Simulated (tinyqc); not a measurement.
When the Fermi surface touches the face: free and nearly free electrons in a metal.

The cubic cell holds 2 atoms: n = 2 z/a^3, kF = (3 pi^2 n)^(1/3), EF = c kF^2/m, vF = 2 c kF/(m hbar), c = hbar^2/2m0; rs = (3/(4 pi n))^(1/3)/a0; D(EF) = 3 n/(2 EF).

Two plane waves k and k - G, G = (110) (2 pi/a): H = [[c k^2/m, V], [V, c (k - G)^2/m]] with c = hbar^2/2m0.

Constants: hbar^2/2m0 = 3.80998211 eV angstrom^2; hbar = 6.58211957e-16 eV s; a0 (Bohr radius) = 0.5291772105 angstrom.

Parameters, chosen for this exercise (out of a larger set: near those of Na; not measured data):
- a = 4.198 angstrom (bcc lattice constant)
- z = 1 (free electrons an atom)
- m = 1 m0 (mass)

On the face the lower band is E = c (G^2/4 + q^2)/m - V, q along the face. EF is held at its free value. A neck opens where EF > c G^2/(4m) - V, with radius q; the second band fills where EF > c G^2/(4m) + V.

Necks:

| V (eV) | lower band at the face centre (eV) | neck radius (1/angstrom) | radius/kF |
|---|---|---|---|
| 0.2 | 4.067 | - | - |
| 0.5 | 3.767 | - | - |
| 0.8 | 3.467 | - | - |
| 1.1 | 3.167 | 0.1753 | 0.189 |
| 1.4 | 2.867 | 0.3309 | 0.356 |
| 1.8 | 2.467 | 0.4631 | 0.499 |
| 2.2 | 2.067 | 0.5652 | 0.609 |
| 2.6 | 1.667 | 0.6515 | 0.702 |

EF = 3.285 eV
c G^2/(4m) = 4.267 eV

Contact needs V > 0.983 eV. It is first met at V = 1.1 eV of those listed, and the radius then grows as the square root of the excess, to 0.702 kF at 2.6 eV. EF is held at its free value here; a count of states lowers it as V grows, strongly for V of an eV or more, so the threshold is a lower bound, the radii are upper bounds, and some necks may vanish.

tinyqc: `OMP_NUM_THREADS=1 python tinyqc.py 1681144 1681145 out.jsonl`; about 0.01 s, one thread, shared Intel(R) Xeon(R) Processor @ 2.30GHz.
